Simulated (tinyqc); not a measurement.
Thickness, silicon consumed, volume change, sheet resistance: thermodynamics of metal silicides: hull, first phase, silicon consumed, nucleation and stability against SiO2. Computed by tinyqc, a small Python program. Command: `OMP_NUM_THREADS=1 python tinyqc.py 3020947 3020948 out.jsonl silphase walk`. One thread of a shared host (Intel(R) Xeon(R) Processor @ 2.30GHz), about 0.01 s of CPU time with the checks.

Entropies of formation of the solids are neglected, so heats stand for free energies. Si fractions: M2Si 0.3333, MSi 0.5000, MSi2 0.6667.

Inputs (values chosen for the exercise, for a model metal): molar volume of M = 6.59 cm^3/mol; molar volume of Si = 12.06 cm^3/mol; metal thickness t = 14 nm.

Phases: M2Si, MSi, MSi2.

volumes of the three phases per mole of M (cm^3/mol): [10, 14.9, 23.5]

resistivities of the three phases (microohm cm): [21, 30, 20]

Method. Per phase M_a Si_b, for ample silicon (not limited to t_Si): silicide thickness = t V/V_M; silicon consumed = t (b/a) V_Si/V_M; net volume change = V/(V_M + (b/a) V_Si) - 1; the top surface lies (silicide thickness - silicon consumed) above the old interface; sheet resistance = resistivity/thickness.

Films:
```
phase  thickness (nm)  Si consumed (nm)  volume change (%)  top above old interface (nm)  sheet resistance (ohm)
M2Si           21.244            12.810            -20.761                        8.4340                  9.8850
MSi            31.654            25.621            -20.107                        6.0334                  9.4775
MSi2           49.924            51.241            -23.478                       -1.3171                  4.0061
```

silicon consumed by MSi = 25.621 nm

sheet resistance of MSi = 9.4775 ohm

What follows from these numbers?

For a given sheet resistance the silicon consumed goes as resistivity x (b/a)/V: M2Si 1.05, MSi 2.01, MSi2 1.70. It is least for M2Si, which matters on shallow junctions and thin silicon. All three reactions shrink the total volume.

Extremes, crossings and ranges named in words are read from the listed rows.
